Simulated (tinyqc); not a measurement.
One-sided p+-n junction, ionisation integral and breakdown: breakdown voltage by secant steps.

A p+ layer at x < 0 and an n drift layer from x = 0. Depletion approximation, built-in voltage neglected. Local ionisation coefficients alpha_n = an exp(-(bn/E)^mx), alpha_p = ap exp(-(bp/E)^mx). Electrons move towards +x, holes towards x = 0.

W = sqrt(2 eps0 eps_r V/(q N)), peak field E0 = q N W/(eps0 eps_r), falling linearly to 0 at W. Grid: 12 equal steps from 0 to fr W.

G(x) = integral from 0 to x of (alpha_n - alpha_p); I_n = integral of alpha_n exp(-G) (electrons injected at x = 0), I_p = integral of alpha_p exp(G(end) - G) (holes injected at the far edge); M = 1/(1 - I). Secant steps on ln I_n(V) = 0 with the integrals on a fine grid (1500 steps), from the points V = 700 and 852 V; stop when the step is below 1e-7 of V.

Inputs (values chosen for the exercise); material values close to those of silicon:
- eps_r = 11.7 (relative permittivity)
- an = 7.11e5 1/cm (prefactor of the electron ionisation coefficient)
- bn = 1.22e6 V/cm (field constant for electrons)
- ap = 1.69e6 1/cm (prefactor of the hole ionisation coefficient)
- bp = 2.04e6 V/cm (field constant for holes)
- mx = 1 (exponent)
- N = 1.8e14 cm^-3 (donor density of the drift layer)
- V = 625 V (reverse voltage)
- fr = 0.5 (share of the depleted width that the grid covers)

Constants: q = 1.602176634e-19 C, eps0 = 8.8541878128e-14 F/cm where lengths are in cm. Results are converted to the units shown.

Course of the iteration:
```
step    V (V)       I_n  change of V (V)
1         852  0.975272             13.9
2     865.906  0.987779             13.4
3     879.323  0.998689             1.60
4     880.926  0.999920            0.104
5     881.031  0.999999          7.46e-4
6     881.031   1.00000          3.27e-7
```

Did this iteration meet its convergence test, and what does its course show?

Yes. Breakdown at 881.03 V, with a peak field of 221.5 kV/cm and W = 79.56 um. The integral for holes reaches 1 at the same voltage.

Numbers from tinyqc (`OMP_NUM_THREADS=1 python tinyqc.py 2120046 2120047 out.jsonl`; about 0.06 s on one thread of a shared Intel Xeon 2.30GHz).
